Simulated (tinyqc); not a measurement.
# Floating body of a partially depleted SOI transistor: body voltage and kink: effects of single changes

Source at 0 V. Channel current Ic = 2 nf K Vt^2 [F(0) - F(Vd)](1 + la Vd), F(V) = ln^2(1 + exp((Vg - VT - nf V)/(2 nf Vt))), VT = VT0 - gb Vb. Saturation voltage Vs = 2 Vt sqrt(F(0)) + 3 Vt, excess Ve = (Vd - Vs + sqrt((Vd - Vs)^2 + 0.0004 V^2))/2, multiplication M1 = Ai Ve exp(-Bl/Ve). Each junction passes D(v) = J1 (exp(v/Vt) - 1) + J2 (exp(v/(2 Vt)) - 1). Bipolar current Ib = bb J1 (exp(Vb/Vt) - 1). The body settles where M1 (Ic + Ib) = D(Vb) + D(Vb - Vd) + Vb/Rb; drain current Id = (1 + M1)(Ic + Ib) - D(Vb - Vd).

Values chosen for this exercise; values of the order met in partially depleted silicon-on-insulator transistors: temperature T = 358 K; threshold at zero body voltage VT0 = 0.54 V; fall of the threshold per volt of body voltage gb = 0.21; slope factor nf = 1.38; gain factor per width K = 430 uA/(V^2 um); channel-length modulation factor la = 0.07 1/V; impact-ionisation prefactor Ai = 3.61 1/V; impact-ionisation voltage Bl = 4.9 V; diffusion saturation current of each junction J1 = 2.4e-11 uA/um; recombination saturation current of each junction J2 = 3.9e-8 uA/um; gain of the lateral bipolar transistor on the diffusion current bb = 0; resistance of a weak body tie to the source (1e9 stands for no tie, and the term is then dropped) Rb = 1e5 kohm um; gate voltage Vg = 0.85 V; drain voltage Vd = 2.3 V.

Constants: q = 1.602176634e-19 C, kB = 1.380649e-23 J/K, Vt = kB T/q. Results are converted to the units shown.

Each table varies one quantity; the others keep the values above.

## Output curve and kink

Rows with more than one solution for Vb (latch) are left out; dId/dVd by a forward difference over 1e-4 V, swing = 1e-4 V over the change of log10 Id; M1 under 1e-12 is printed as 0.

Output curve and kink:
```
Vd (V)	Vb (V)	M1	Id, floating (uA/um)	Id, grounded (uA/um)	ratio	dId/dVd, floating (uS/um)	dId/dVd, grounded (uS/um)
0.84	0.1792	8.919e-5	20.10	16.08	1.250	69.66	1.113
1	0.6119	5.225e-4	32.14	16.28	1.975	24.50	1.427
1.16	0.6868	0.003489	34.94	16.57	2.109	14.26	2.268
1.32	0.7311	0.01319	37.11	17.04	2.178	13.47	3.737
1.48	0.7628	0.03499	39.40	17.79	2.214	15.54	5.773
1.64	0.7870	0.07390	42.19	18.91	2.231	19.61	8.242
1.8	0.8062	0.1337	45.75	20.45	2.238	25.12	11.00
```

Read the table: what changes, and by how much?

Vb rises from 0.179 to 0.806 V and the ratio of the currents rises from 1.25 to 2.24. The output conductance with a floating body exceeds the grounded value by the largest factor among the rows, 62.6, at Vd = 0.84 V, where Vb = 0.179 V and M1 = 8.92e-5.

## Transfer curve and swing

Same model as above.

Transfer curve and swing:
```
Vg (V)	Vb (V)	M1	Id, floating (uA/um)	Id, grounded (uA/um)	ratio	swing, floating (mV/decade)	swing, grounded (mV/decade)
0.09	0.002945	0.8654	6.344e-5	6.252e-5	1.015	96.92	98.35
0.19	0.03571	0.8644	7.703e-4	6.469e-4	1.191	81.66	98.87
0.29	0.6658	0.8470	0.1422	0.006528	21.78	94.26	100.7
0.39	0.7352	0.8106	1.228	0.06106	20.11	124.7	106.4
0.49	0.7814	0.7474	5.667	0.4693	12.08	186.8	122.4
0.59	0.8106	0.6706	15.49	2.483	6.238	282.9	160.4
0.69	0.8293	0.5925	30.62	8.328	3.677	403.3	229.7
0.79	0.8419	0.5181	50.15	19.29	2.599	538.5	328.6
0.89	0.8506	0.4489	73.28	35.14	2.085	682.8	448.6
```

What does the table show?

Vb rises from 0.00294 to 0.851 V. The smallest swing among the rows is 81.7 mV a decade with a floating body (at Vg = 0.19 V) and 98.3 with a grounded one; Vt ln 10 = 71.0. The floating swing is smaller by more than 3 % for Vg = 0.19, 0.29 V, where the rising Vb lowers the threshold as Vg rises. In the first row the floating body raises the current by a factor of 1.01.

Range of the model: The multiplication law is an empirical form chosen for the exercise; self-heating and capacitive coupling to the body are left out, and the linear laws are rough once Vb passes about 0.7 V or M1 about 0.1.

tinyqc, about 0.2 s, one thread, Intel Xeon 2.30GHz (shared host): `OMP_NUM_THREADS=1 python tinyqc.py 2182240 2182241 out.jsonl`
